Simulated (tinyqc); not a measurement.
# Conduction-band offset of an n-N heterojunction from carrier-profile moments: what changes with what

Layer 1 (x < 0) accumulates electrons and layer 2 (x > 0) is depleted. Boltzmann statistics. The bands bend down by V1 in layer 1 and up by V2 in layer 2, with V1 + V2 = VD = dE + Vt ln[(N2/Nc2)/(N1/Nc1)].

Inputs (values chosen for the exercise); values of the order of III-V alloys:
- T = 200 K (temperature)
- eps_r = 13.5 (relative permittivity of both layers)
- Nc1 = 3.3e17 cm^-3 (density of states of the narrow-gap layer 1)
- Nc2 = 6.5e17 cm^-3 (density of states of the wide-gap layer 2)
- dE = 0.24 eV (conduction-band offset)
- N1 = 1.2e16 cm^-3 (donor density in layer 1)
- N2 = 1.4e16 cm^-3 (donor density in layer 2)
- si = 0 cm^-2 (fixed charge at the interface)

Constants: q = 1.602176634e-19 C, kB = 1.380649e-23 J/K, Vt = kB T/q, eps0 = 8.8541878128e-14 F/cm where lengths are in cm. Results are converted to the units shown.

Each table varies one quantity; the others keep the values above.

## Effect of the doping of the wide-gap layer

Sheet densities from the first integral: Q1 = sqrt((2 eps0 eps_r Vt N1/q)(exp(u1) - u1 - 1)) extra electrons, Q2 = sqrt((2 eps0 eps_r Vt N2/q)(exp(-u2) + u2 - 1)) missing ones, u = V/Vt; neutrality Q1 = Q2 + si.

Result of one run:
```
N2 (cm^-3)	VD (V)	V1 (V)	Q1 (cm^-2)	n(0-)/Nc1
1.5e15	0.19248	0.020688	5.8815e10	0.12078
```

What becomes of these results when the donor density in layer 2 N2 is changed from 1.5e15 to 8.4e15 cm^-3, all else the same?

Result of the changed run:
```
N2 (cm^-3)	VD (V)	V1 (V)	Q1 (cm^-2)	n(0-)/Nc1
8.4e15	0.22217	0.039710	1.4391e11	0.36418
```

The whole series:
```
N2 (cm^-3)	VD (V)	V1 (V)	Q1 (cm^-2)	n(0-)/Nc1
1.5e15	0.19248	0.020688	5.8815e10	0.12078
2.6e15	0.20196	0.025924	7.8490e10	0.16366
4.7e15	0.21216	0.032459	1.0674e11	0.23911
8.4e15	0.22217	0.039710	1.4391e11	0.36418
1.5e16	0.23216	0.047673	1.9348e11	0.57807
2.7e16	0.24229	0.056347	2.6071e11	0.95618
4.7e16	0.25185	0.064953	3.4494e11	1.5754
8.4e16	0.26185	0.074293	4.6204e11	2.7087
```

Q1 rises from 5.88e10 to 4.62e11 cm^-2, as N2^(0.51) over the table, while VD grows by Vt ln 10 a decade and the share V1/VD rises from 0.107 to 0.284. For N2 = 1.5e16, 2.7e16, 4.7e16, 8.4e16 n(0-) nears or passes Nc1, where degeneracy and quantisation lower Q1.

## An error in the interface position

A C-V profile smears n(x) but keeps its zeroth and first moments: si = -int (N - n) dx, VD = (q/(eps0 eps_r)) int (N - n) x dx, dE = VD - Vt ln[(N2/Nc2)/(N1/Nc1)]. With the step of N placed at xi and the moment taken about xi, VD changes by (q/(eps0 eps_r)) [si xi + (N2 - N1) xi^2/2] and si by (N2 - N1) xi.

An error in the interface position:
```
xi (nm)	error of si (cm^-2)	error of dE (meV)
-30	-6.0000e9	1.2063
-22.5	-4.5000e9	0.67857
-15	-3.0000e9	0.30159
-7.5	-1.5000e9	0.075396
0	0	0
7.5	1.5000e9	0.075396
15	3.0000e9	0.30159
22.5	4.5000e9	0.67857
30	6.0000e9	1.2063
```

Among the rows the error of dE lies between 0 and 1.21 meV, quadratic in xi, since without interface charge the first-order term vanishes; the error of si is linear, 2.00e8 cm^-2 a nanometre.

Numbers from tinyqc (`OMP_NUM_THREADS=1 python tinyqc.py 2410036 2410037 out.jsonl`; about 0.08 s on one thread of a shared Intel Xeon 2.30GHz).
